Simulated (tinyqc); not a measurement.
From results back to parameters: interband optics of a two-band s-p chain from momentum matrix elements. Three cases, with inputs chosen for the exercise.

Problem. At k = 0 the chain has the gap D0 = Es - Ep_ - 2 (ts + tp), w0 = 4 a^2 V^2, and masses 2c/mc = 2 ts a^2 + 2 w0/D0, 2c/mv = 2 tp a^2 + 2 w0/D0 (c = hbar^2/2m0, mv positive for holes). The oscillator strength there is f0 = w0/(c D0). V, ts and tp are hidden.

Constants: hbar^2/2m0 = 3.80998211 eV angstrom^2.

Case 1.

Values chosen: a = 3.59 angstrom (period).
D0 = 2.6300 eV
f0 = 3.13011

mc, mv (m0): 0.200377  0.192546

Case 2.

Values chosen: a = 4.4 angstrom (period).
D0 = 3.1200 eV
f0 = 12.95168

mc, mv (m0): 0.061329  0.070063

Case 3.

Values chosen: a = 3.97 angstrom (period).
D0 = 1.7100 eV
f0 = 6.50653

mc, mv (m0): 0.116060  0.114956

Find: V; ts; tp.

Solution. w0 = f0 c D0 gives V; 1/mc - f0 = ts a^2/c and 1/mv - f0 = tp a^2/c.

Case 1.

V = 0.78 eV
ts = 0.55 eV
tp = 0.61 eV

Case 2.

V = 1.41 eV
ts = 0.66 eV
tp = 0.26 eV

Case 3.

V = 0.82 eV
ts = 0.51 eV
tp = 0.53 eV

Computed by tinyqc, one run a case: `OMP_NUM_THREADS=1 python tinyqc.py N N+1 out.jsonl` with N = 1651398, 1651409, 1651497; one thread of a shared Intel(R) Xeon(R) Processor @ 2.30GHz, about 0.01 s a run at most.
